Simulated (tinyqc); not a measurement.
From results back to parameters: Weaire-Thorpe hybrids on a Bethe lattice: gap and dangling bond of an amorphous tetrahedral solid. Two cases, with inputs chosen for the exercise.

Problem. In the Weaire-Thorpe model the two p-like peaks lie at -V2 + V1 and V2 + V1, and the guaranteed gap is 2 V2 - 4 V1. The peak positions come from hidden V1 and V2.

Case 1.

peaks (eV): bonding -2.350, antibonding 6.310

Case 2.

peaks (eV): bonding -8.690, antibonding 12.710

Find: V1, V2; guaranteed gap; lowest possible level -3 V1 - V2.

Solution. The mean of the peaks is V1 and half their distance V2.

Case 1.

V1, V2 (eV): 1.98  4.33

guaranteed gap = 0.74 eV
lowest possible level -3 V1 - V2 = -10.27 eV

Case 2.

V1, V2 (eV): 2.01  10.70

guaranteed gap = 13.36 eV
lowest possible level -3 V1 - V2 = -16.73 eV

Computed by tinyqc, one run a case: `OMP_NUM_THREADS=1 python tinyqc.py N N+1 out.jsonl` with N = 1450105, 1450107; one thread of a shared Intel(R) Xeon(R) Processor @ 2.30GHz, about 0.02 s a run at most.
